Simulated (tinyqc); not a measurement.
Hot electrons in a saturated n-channel MOSFET, lucky-electron model: two steps of the calculation.

Beyond pinch-off the lateral field grows as Esat cosh(y/l) over the velocity-saturated region (pseudo-two-dimensional model). Impact ionisation in this region gives the substrate current, which biases the body forward through Rsub. Currents are per width. Local-field laws: they overstate ionisation when the field peak is narrower than an energy relaxation length.

Inputs (values chosen for the exercise); values close to those of silicon n-channel devices:
```
symbol,value,unit,meaning
L,0.35,um,channel length
tox,7.9,nm,oxide thickness
xj,130,nm,junction depth
VT,0.72,V,threshold
mu,400,cm^2/(V s),effective mobility
vs,7.7e6,cm/s,saturation velocity
Ai,2e6,1/cm,ionisation prefactor
Bi,1.77,MV/cm,ionisation field
Rd,700,ohm um,resistance of the lightly doped drain
Rsub,5100,ohm um,substrate resistance
kb,0.23,,fall of VT per volt of forward body bias
Vd,2.4,V,drain voltage
Vg,1.3,V,gate voltage
```

Constants: eps0 = 8.8541878128e-14 F/cm where lengths are in cm. Results are converted to the units shown.

Problem 1. Length and field scales. Cox = 3.9 eps0/tox, l = sqrt(3 tox xj), Esat = 2 vs/mu.

Wanted: Cox; l; Esat; Esat L.

Solution 1.

Cox = 0.43711 uF/cm^2
l = 55.507 nm
Esat = 0.038500 MV/cm
Esat L = 1.3475 V

Problem 2. Body bias from the substrate current. Cox = 3.9 eps0/tox. Overdrive g = Vg - VT + kb Vb; Vdsat = g Esat L/(g + Esat L); Id = Cox vs (g - Vdsat); dV = Vd - Id Rd - Vdsat; Em = sqrt((dV/l)^2 + Esat^2); Isub = Id (Ai/Bi) l Em exp(-Bi/Em). Vb(new) = Rsub Isub.

Vb at the start = 0 V
l = 55.506756 nm
Esat = 0.0385 MV/cm

Wanted: Vdsat; Id; dV; Em; Isub; Vb after iteration 1.

Solution 2.

Vdsat = 0.4055 V
Id = 58.74 uA/um
dV = 1.953 V
Em = 0.3540 MV/cm
Isub = 0.8791 uA/um
Vb after iteration 1 = 0.004483 V

Numbers from tinyqc (`OMP_NUM_THREADS=1 python tinyqc.py 2550073 2550074 out.jsonl`; about 0.01 s on one thread of a shared Intel Xeon 2.30GHz).
